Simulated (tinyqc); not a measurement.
From results back to parameters: core-shell quantum dot (spherical envelope functions). Four cases, with inputs chosen for the exercise.

Problem. The lowest electron level was computed from a hidden shell thickness H.

Parabolic bands; strain and other valleys are left out. s states, u = r psi, hard wall at R + H, c = hbar^2/2m0, energies from the band edges of the core. Core: u = sin(k1 r)/k1, k1 = sqrt(m1 E/c). At R, psi and psi'/m are continuous, so u is continuous and its slope in the shell is s = u/R + (m2/m1)(u' - u/R). Shell: u(R + x) = u(R) cos(k2 x) + s sin(k2 x)/k2, k2 = sqrt(m2 (E - V)/c); for negative arguments the functions turn into sinh and cosh. A level has u(R + H) = 0.

Constants: hbar^2/2m0 = 3.80998211 eV angstrom^2.

Case 1.

Values chosen (near those of a CdTe/CdSe core-shell dot; not measured data): R = 33 angstrom (core radius); Vc = -0.316 eV (conduction edge of the shell above that of the core); me1 = 0.101 m0 (electron, core); me2 = 0.132 m0 (electron, shell).

E_e = -0.1250848 eV

Case 2.

Values chosen (near those of a CdTe/CdSe core-shell dot; not measured data): R = 24 angstrom (core radius); Vc = -0.292 eV (conduction edge of the shell above that of the core); me1 = 0.095 m0 (electron, core); me2 = 0.131 m0 (electron, shell).

E_e = -0.1105296 eV

Case 3.

Values chosen (near those of a GaAs/AlGaAs core-shell dot; not measured data): R = 19 angstrom (core radius); Vc = 0.269 eV (conduction edge of the shell above that of the core); me1 = 0.067 m0 (electron, core); me2 = 0.086 m0 (electron, shell).

E_e = 0.5122032 eV

Case 4.

Values chosen (near those of a GaAs/AlGaAs core-shell dot; not measured data): R = 14 angstrom (core radius); Vc = 0.261 eV (conduction edge of the shell above that of the core); me1 = 0.066 m0 (electron, core); me2 = 0.094 m0 (electron, shell).

E_e = 0.8276979 eV

Find: u(R); s; H.

Solution. u(R) and s follow from E_e; u(R + H) = 0 gives tan(k2 H) = -k2 u(R)/s, with the first positive root.

Case 1.

u(R) = 56.771 angstrom
s = 3.9399
H = 28.0 angstrom

Case 2.

u(R) = 30.873 angstrom
s = 2.1387
H = 29.0 angstrom

Case 3.

u(R) = 10.253 angstrom
s = -0.4487
H = 14.0 angstrom

Case 4.

u(R) = 8.305 angstrom
s = -0.4018
H = 10.0 angstrom

Computed by tinyqc, one run a case: `OMP_NUM_THREADS=1 python tinyqc.py N N+1 out.jsonl` with N = 1282102, 1282154, 1282207, 1282216; one thread of a shared Intel(R) Xeon(R) Processor @ 2.30GHz, about 0.05 s a run at most.
